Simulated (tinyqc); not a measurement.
# Gate work function from the charge

Question. For an undoped double gate, Q = 8 eps0 eps_r Vt beta tan(beta)/ts with 0 < beta < pi/2, and at the source (Vg - dphi)/(2 Vt) - ln[(2/ts) sqrt(2 eps0 eps_r Vt/(q ni))] = ln(beta) - ln(cos beta) + 2 r beta tan(beta), r = eps_r tox/(eox ts). Find beta and dphi.

Inputs (values chosen for the exercise); material values those of a made-up semiconductor: temperature T = 273 K; relative permittivity of the semiconductor eps_r = 10.7; relative permittivity of the gate insulator eox = 8.62; insulator thickness tox = 2.9 nm; body thickness ts = 12 nm; gate voltage Vg = 1.51 V.

Constants: q = 1.602176634e-19 C, kB = 1.380649e-23 J/K, Vt = kB T/q, eps0 = 8.8541878128e-14 F/cm where lengths are in cm. Results are converted to the units shown.

Qs = 4178.3932 nC/cm^2
ni = 6.0460542e9 cm^-3

Solution. beta tan(beta) rises from 0 without bound on the interval, so the charge fixes beta; the second relation is then explicit in dphi. At this charge the surface density passes 0.3 Nc, so the classical Boltzmann model is only formal.

beta = 1.517
dphi = 0.1200 V

tinyqc, about 0.01 s, one thread, Intel Xeon 2.30GHz (shared host): `OMP_NUM_THREADS=1 python tinyqc.py 2440073 2440074 out.jsonl`
